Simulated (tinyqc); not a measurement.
Programming of a floating-gate cell by Fowler-Nordheim tunnelling: two steps of the calculation.

Per tunnel area the floating gate has Ctun = 3.9 eps0/tox to the channel (0 V) and Ccg to the control gate, Ct = Ctun/(1 - ag), no other coupling. With the threshold shift U = -Q/Ccg the field is F = ag (Vg - U)/tox, and dU/dt = J/Ccg. Fowler-Nordheim: J = A F^2 exp(-B/F), A = q^2/(16 pi^2 hbar mo phi) (times 1e14 for A/cm^2 with F in V/nm, emitter mass m0), B = (4/3) sqrt(mo/C) phi^1.5, C = hbar^2/(2 m0).

Inputs (values chosen for the exercise); oxide values close to those of silicon dioxide: tunnel barrier phi = 3 eV; tunnelling mass mo = 0.47 m0; tunnel oxide thickness tox = 6.9 nm; coupling ratio Ccg/Ct ag = 0.68; tunnel area ar = 1500 nm^2; threshold shift at the start Vt0 = -2.5 V; control-gate voltage Vg = 10.6 V; time step dt = 0.2 us; steps n = 10.

Constants: q = 1.602176634e-19 C, hbar = 1.054571817e-34 J s, m0 = 9.1093837015e-31 kg, eps0 = 8.8541878128e-14 F/cm where lengths are in cm, hbar^2/(2 m0) = 0.0380998212 eV nm^2. Results are converted to the units shown.

Problem 1. Constants of the cell. A, B, Ccg = ag Ct, the starting field and current, K = A B ag/(Ccg tox), and the knee time t0 = exp(B/F(0))/K.

Give: A; B; Ccg; F(0); J(0); K; t0; electrons for 1 V of shift.

Solution 1.

A = 1.093e8 A cm^-2 (V/nm)^-2
B = 24.33 V/nm
Ccg = 1.063 uF/cm^2
F(0) = 1.291 V/nm
J(0) = 1.188 A/cm^2
K = 2.465e14 1/s
t0 = 0.6222 us
electrons for 1 V of shift = 99.56

Problem 2. Explicit time steps against the exact solution. U(new) = U + dt J(F(U))/Ccg. Exact: exp(B/F(t)) = exp(B/F(0)) + K t, K = A B ag/(Ccg tox), and U = Vg - tox F/ag.

Find: t; F; J; U by steps; U exact.

Solution 2.

t, step 0 to 10 (us): [0, 0.2000, 0.4000, 0.6000, 0.8000, 1.000, 1.200, 1.400, 1.600, 1.800, 2.000]
F, step 0 to 10 (V/nm): [1.291, 1.269, 1.254, 1.242, 1.232, 1.224, 1.217, 1.211, 1.205, 1.200, 1.196]
J, step 0 to 10 (A/cm^2): [1.188, 0.8276, 0.6388, 0.5209, 0.4398, 0.3805, 0.3352, 0.2995, 0.2705, 0.2465, 0.2264]
U by steps, step 0 to 10 (V): [-2.500, -2.277, -2.121, -2.001, -1.903, -1.820, -1.749, -1.686, -1.629, -1.578, -1.532]
U exact, step 0 to 10 (V): [-2.500, -2.309, -2.164, -2.047, -1.950, -1.866, -1.793, -1.729, -1.671, -1.619, -1.571]

Range of the model: Programming fields of 10 MV/cm and more wear the oxide; trapping and the channel potential are ignored.

tinyqc, about 0.01 s, one thread, Intel Xeon 2.30GHz (shared host): `OMP_NUM_THREADS=1 python tinyqc.py 2130024 2130025 out.jsonl`
